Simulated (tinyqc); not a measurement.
Comparisons within one model: configuration-coordinate model of carrier capture at a defect. A value that a table varies takes the place of the one given here.

Two parabolas of equal curvature k in one coordinate Q: with the carrier free at the band edge, U_f = k Q^2/2; with the carrier trapped, U_t = k (Q - dQ)^2/2 - ET. ER = k dQ^2/2, Huang-Rhys factor S = ER/hw, hw = 0.0646541 sqrt(k/M) eV for k in eV/angstrom^2 and M in u. The curves cross at a height Eb = (ER - ET)^2/(4 ER) above the free minimum.

Multiphonon factor for giving p = ET/hw phonons to the lattice: W = exp(-S (2 nb + 1)) ((nb + 1)/nb)^(p/2) I_p(x), nb = 1/(exp(hw/kT) - 1), x = 2 S sqrt(nb (nb + 1)), I_p the modified Bessel function. Classical limit: W = hw exp(-Eb/kT)/sqrt(4 pi ER kT). At T = 0: exp(-S) S^p/Gamma(p + 1).

Constants: kB = 8.617333262e-05 eV/K.

Parameters, chosen for this exercise (of the size met at a DX centre in AlGaAs; shifted at random, so the results belong to these values and not to a real crystal): ET = 0.07 eV (thermal depth of the level below the band edge); ER = 0.94 eV (relaxation energy); hw = 0.01 eV (phonon energy of the mode); T = 350 K (temperature).

## Capture against temperature

The local activation energy is -d ln W/d(1/kT), by central differences with T changed by 1 %.

Against T:

| T (K) | kT/hw | log10 W | log10 W, classical | activation energy (eV) |
|---|---|---|---|---|
| 40 | 0.345 | -22.370 | -26.668 | 0.1098 |
| 60 | 0.517 | -16.880 | -18.302 | 0.1512 |
| 80 | 0.689 | -13.509 | -14.137 | 0.1692 |
| 120 | 1.034 | -9.804 | -9.998 | 0.1827 |
| 160 | 1.379 | -7.863 | -7.947 | 0.1866 |
| 220 | 1.896 | -6.253 | -6.287 | 0.1876 |
| 300 | 2.585 | -5.111 | -5.124 | 0.1861 |
| 400 | 3.447 | -4.335 | -4.341 | 0.1827 |
| 550 | 4.740 | -3.716 | -3.719 | 0.1769 |

log10 W at T = 0 = -30.714
Eb = 0.2013 eV

How do the results move?

At 40 K log10 W is -22.37, against -30.71 at T = 0 and -26.7 classically; at 550 K the two forms differ by 0.00. The activation energy read from an Arrhenius plot goes from 0.110 eV at 40 K to 0.177 at 550 K, with its largest value 0.188 at 220 K, against Eb = 0.201 eV; the classical form itself gives Eb - kT/2. A measured slope therefore understates the barrier.

## Capture against depth of the level

ET is varied at fixed ER, hw and T, as by moving the band edge with alloying or pressure.

Against ET:

| ET/ER | ET (eV) | Eb (eV) | log10 W | log10 W, classical |
|---|---|---|---|---|
| 0.10 | 0.094 | 0.1903 | -4.508 | -4.517 |
| 0.25 | 0.235 | 0.1322 | -3.672 | -3.679 |
| 0.50 | 0.470 | 0.0587 | -2.617 | -2.622 |
| 0.75 | 0.705 | 0.0147 | -1.987 | -1.987 |
| 1.00 | 0.940 | 0.0000 | -1.778 | -1.776 |
| 1.25 | 1.175 | 0.0147 | -1.988 | -1.987 |
| 1.50 | 1.410 | 0.0587 | -2.615 | -2.622 |
| 2.00 | 1.880 | 0.2350 | -5.103 | -5.160 |
| 3.00 | 2.820 | 0.9400 | -14.873 | -15.311 |

How do the results move?

Capture is fastest at ET/ER = 1 among these rows, where the barrier vanishes or nearly so. The classical form is symmetric about ET = ER; the quantum one gives -2.62 at 0.5 and -2.62 at 1.5, against -2.62 for both. At ET = 3 ER it lies 0.4 decades above the classical value: deep levels capture by emitting many phonons, and the rate falls with depth by 10.4 decades per eV between the last two rows. Rows deeper than the gap of the host are formal.

## What each parameter does

Eb, log10 W and the full width 2.35482 sqrt(ER hw coth(hw/2kT)). Each row changes one parameter from the base and keeps the others.

Results:

| case | Eb (eV) | log10 W | full width (eV) |
|---|---|---|---|
| base | 0.2013 | -4.666 | 0.5633 |
| ET = 0.11 eV | 0.1832 | -4.406 | 0.5633 |
| ER = 0.99 eV | 0.2137 | -4.856 | 0.5781 |
| hw = 0.012 eV | 0.2013 | -4.583 | 0.5644 |
| T = 380 K | 0.2013 | -4.457 | 0.5865 |

How do the results move?

The largest shifts from the base row, up to three for each result and ties (the steps differ in size, so this ranks the rows, not the parameters). Eb (eV): ET -0.0181, ER +0.0124; unchanged at the printed digits by hw and T. log10 W: ET +0.260, T +0.209, ER -0.190. full width (eV): T +0.0232, ER +0.0148, hw +0.0011; unchanged at the printed digits by ET.

Computed by tinyqc, a small Python program: `OMP_NUM_THREADS=1 python tinyqc.py 1450637 1450638 out.jsonl` (the numbers bound the seed that draws the inputs); one thread of a shared host (Intel(R) Xeon(R) Processor @ 2.30GHz), about 0.01 s for the whole set of steps.
